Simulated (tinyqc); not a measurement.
Strain as a design knob: strained quantum well: band edges, subbands and transparency.

Growth on (001), barriers unstrained: tr(e) = e (2 - nu2), Z = b e (1 + nu2); Ec = Ev + Eg + ac tr(e), E_HH = Ev + av tr(e) + Z, E_LH = Ev + av tr(e) - Z (coupling to the split-off band left out).

Masses along z: me, 1/(g1 - 2 g2) for HH, 1/(g1 + 2 g2) for LH, likewise in the barrier; in the plane me, 1/(g1 + g2) for HH and 1/(g1 - g2) for LH (no mixing, which understates the hole masses away from k = 0). Level n solves k L + 2 atan[(k/m)/(kappa/mb)] = n pi, k = sqrt(m E/c), kappa = sqrt(mb (V - E)/c), c = hbar^2/2m0.

Transparency (Bernard-Duraffourg): Fc - Fv equals the lowest transition energy with n = p, n = sum m/(2 pi c) kB T ln(1 + exp((Fc - E)/kB T)) and p likewise over the listed subbands; c = hbar^2/2m0, 1/angstrom^2 = 1e16/cm^2.

Constants: hbar^2/2m0 = 3.80998211 eV angstrom^2; kB = 8.617333262e-05 eV/K; hc = 1239.841984 eV nm.

Parameters, chosen for this exercise (near those of an InGaAs/InP well; not measured data): nu2 = 1.002 (2 C12/C11); Eg = 0.692 eV (unstrained gap of the well); Ev = -0.589 eV (its valence edge); ac = -6 eV; av = 1.07 eV (Ev moves by av tr(e)); b = -1.89 eV (shear potential); Egb = 1.347 eV (gap of the barrier); Evb = -0.94 eV (its valence edge); L = 82 angstrom (well width); me = 0.0418 m0 (electron mass); g1 = 14.27 (gamma1); g2 = 5.67 (gamma2); meb = 0.08 m0; g1b = 5.08; g2b = 1.6; T = 350 K (temperature); es = (-0.02, -0.014, -0.008, -0.003, 0, 0.003, 0.007, 0.012) (strains).

Only the strain is changed; the unstrained gap and the masses are kept.

Results:

| e (%) | wavelength (nm) | top hole | hh1 - lh1 (meV) | n_tr (1e12/cm^2) | share in top |
|---|---|---|---|---|---|
| -2.0 | 1523 | hh1 | 185 | 0.477 | 0.71 |
| -1.4 | 1554 | hh1 | 141 | 0.479 | 0.69 |
| -0.8 | 1587 | hh1 | 98 | 0.491 | 0.65 |
| -0.3 | 1617 | hh1 | 61 | 0.525 | 0.56 |
| 0.0 | 1636 | hh1 | 39 | 0.568 | 0.47 |
| 0.3 | 1655 | hh1 | 18 | 0.636 | 0.36 |
| 1.2 | 1838 | lh1 | -48 | 0.620 | 0.88 |

Give the missing row, e (%) = 0.7.

Computed row:
```
e (%)  wavelength (nm)  top hole  hh1 - lh1 (meV)  n_tr (1e12/cm^2)  share in top
0.7               1708       lh1              -12             0.680          0.70
```

n_tr is largest at e = +0.7 % (0.68), where hh1 - lh1 = -12 meV and the top subband holds 70 % of the holes, and smallest, 0.48, at -2.0 and -1.4 %. The top hole level turns from hh to lh, and the light from TE to TM, between +0.3 and +0.7 %. The wavelength runs from 1523 to 1838 nm.

Run: tinyqc, `OMP_NUM_THREADS=1 python tinyqc.py 1252565 1252566 out.jsonl`; Intel(R) Xeon(R) Processor @ 2.30GHz, one thread, shared host; about 0.01 s of CPU time with all checks.
